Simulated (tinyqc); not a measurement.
Inside a calculation. Model: floating body of a partially depleted SOI transistor: body voltage and kink.

Numbers from tinyqc (`OMP_NUM_THREADS=1 python tinyqc.py 2182043 2182044 out.jsonl`; about 0.2 s on one thread of a shared Intel Xeon 2.30GHz). Printed values are rounded.

Source at 0 V. Channel current Ic = 2 nf K Vt^2 [F(0) - F(Vd)](1 + la Vd), F(V) = ln^2(1 + exp((Vg - VT - nf V)/(2 nf Vt))), VT = VT0 - gb Vb. Saturation voltage Vs = 2 Vt sqrt(F(0)) + 3 Vt, excess Ve = (Vd - Vs + sqrt((Vd - Vs)^2 + 0.0004 V^2))/2, multiplication M1 = Ai Ve exp(-Bl/Ve). Each junction passes D(v) = J1 (exp(v/Vt) - 1) + J2 (exp(v/(2 Vt)) - 1). Bipolar current Ib = bb J1 (exp(Vb/Vt) - 1). The body settles where M1 (Ic + Ib) = D(Vb) + D(Vb - Vd) + Vb/Rb; drain current Id = (1 + M1)(Ic + Ib) - D(Vb - Vd).

Inputs (values chosen for the exercise); values of the order met in partially depleted silicon-on-insulator transistors: temperature T = 358 K; threshold at zero body voltage VT0 = 0.49 V; fall of the threshold per volt of body voltage gb = 0.26; slope factor nf = 1.23; gain factor per width K = 210 uA/(V^2 um); channel-length modulation factor la = 0.08 1/V; impact-ionisation prefactor Ai = 1.12 1/V; impact-ionisation voltage Bl = 5.4 V; diffusion saturation current of each junction J1 = 3e-10 uA/um; recombination saturation current of each junction J2 = 7.2e-8 uA/um; gain of the lateral bipolar transistor on the diffusion current bb = 1; resistance of a weak body tie to the source (1e9 stands for no tie, and the term is then dropped) Rb = 1e9 kohm um; gate voltage Vg = 0.97 V; drain voltage Vd = 2.4 V.

Constants: q = 1.602176634e-19 C, kB = 1.380649e-23 J/K, Vt = kB T/q. Results are converted to the units shown.

Range of the model: The multiplication law is an empirical form chosen for the exercise; self-heating and capacitive coupling to the body are left out, and the linear laws are rough once Vb passes about 0.7 V or M1 about 0.1.

## Starting value

Vb = 0.64 V.

Vb at the start = 0.64 V

## Iteration 1: new Vb

Current into the body I_in = M1 (Ic + Ib) - D(Vb - Vd), current out I_out = D(Vb) + Vb/Rb; f = ln(I_in/I_out), s = df/dVb by central differences over 1e-5 V, Vb(new) = Vb - f/s.

Ic = 42.5190 uA/um
Ve = 1.78197 V
M1 = 0.0963935
I_in = 4.12813 uA/um
I_out = 0.309049 uA/um
f = 2.59208
s = -31.7414 1/V
Vb after iteration 1 = 0.721662 V

## Iteration 2: new Vb

As before.

Ic = 45.3576 uA/um
Ve = 1.76471 V
M1 = 0.0926723
I_in = 4.60457 uA/um
I_out = 4.33767 uA/um
f = 0.0597130
s = -29.3337 1/V
Vb after iteration 2 = 0.723698 V

## Course of the iteration

Stop when the step is below 1e-10 V, or after 40 iterations.

Course of the iteration:
```
iteration,Vb before the step (V),step (V)
1,0.64,0.0817
2,0.721662,2.04e-3
3,0.723698,5.69e-6
4,0.723704,4.61e-11
```

Converged in 4 iterations.

## Drain current with floating and with grounded body

converged Vb = 0.723704 V

Id and VT at the converged Vb, Id at Vb = 0, their ratio, and the bipolar share Ib/(Ic + Ib).

VT = 0.301837 V
Id, floating = 54.6890 uA/um
Id, grounded = 26.4701 uA/um
ratio = 2.06606
bipolar share = 9.24018 %

The body rises to 0.724 V and lowers the threshold by 188 mV.
